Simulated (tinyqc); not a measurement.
Thermodynamics of metal silicides: hull, first phase, silicon consumed, nucleation and stability against SiO2: one step, computed by the program tinyqc. Command: `OMP_NUM_THREADS=1 python tinyqc.py 3017429 3017430 out.jsonl silphase walk`. One thread of a shared host (Intel(R) Xeon(R) Processor @ 2.30GHz), about 0.01 s of CPU time with the checks.

Entropies of formation of the solids are neglected, so heats stand for free energies. Si fractions: M2Si 0.3333, MSi 0.5000, MSi2 0.6667.

Question. Which phases are stable. A phase is stable if it lies below every straight line between a phase on its left and one on its right (M and Si at zero). Distance = its heat less the lowest such line, negative for a stable phase.

Inputs (values chosen for the exercise, for a model metal): heat of formation of M2Si = -35.6 kJ/mol atoms; heat of formation of MSi = -41.3 kJ/mol atoms; heat of formation of MSi2 = -30.2 kJ/mol atoms.

Phases: M2Si, MSi, MSi2.

Give: distance to the lowest tie line.

Answer.

distance to the lowest tie line (kJ/mol atoms): M2Si -8.0667, MSi -8.4000, MSi2 -2.6667

All three are stable.
